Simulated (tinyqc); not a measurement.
Schottky emission and Poole-Frenkel conduction in an insulator, and how to tell them apart: one step of the calculation.

Schottky emission (electrode-limited): J = As T^2 exp[-(pb - b sqrt(F))/Vt], b = sqrt(q/(4 pi eps0 ei)). Poole-Frenkel emission (bulk-limited): J = s0 F exp[-(pt - 2 b sqrt(F))/Vt]. F in V/cm.

Task. Which mechanism made these data. The data come from another sample of the same dielectric, in which one mechanism alone limits the current. Fit straight lines by least squares: ln J on sqrt(F) (Schottky plot, slope b/Vt) and ln(J/F) on sqrt(F) (Poole-Frenkel plot, slope 2 b/Vt), F in V/cm, and read a permittivity from each slope. The right mechanism gives a value near ei, and in any case between ei and es.

Parameters, values chosen for the exercise; dielectric values close to those of aluminium oxide: temperature T = 350 K; high-frequency relative permittivity ei = 3.3; static relative permittivity es = 9.34.

Constants: q = 1.602176634e-19 C, kB = 1.380649e-23 J/K, Vt = kB T/q, eps0 = 8.8541878128e-14 F/cm where lengths are in cm. Results are converted to the units shown.

```
point	F (MV/cm)	J (A/cm^2)
0	1.12	7.566e-9
1	1.97	8.268e-8
2	2.81	5.467e-7
3	3.66	2.819e-6
4	4.5	1.192e-5
```

Find: slope of the Schottky plot; permittivity read as Schottky; slope of the Poole-Frenkel plot; permittivity read as Poole-Frenkel.

Result.

slope of the Schottky plot = 0.006926 (cm/V)^0.5
permittivity read as Schottky = 3.300
slope of the Poole-Frenkel plot = 0.005622 (cm/V)^0.5
permittivity read as Poole-Frenkel = 20.03

Both plots are nearly straight, so straightness decides nothing. Read as Schottky the data give 3.30, which matches ei = 3.3; read as Poole-Frenkel they give 20.0, above even the static value 9.34. The data were made by Schottky emission.

Program tinyqc, `OMP_NUM_THREADS=1 python tinyqc.py 2370033 2370034 out.jsonl`; Intel Xeon 2.30GHz, shared host, one thread, about 0.01 s.
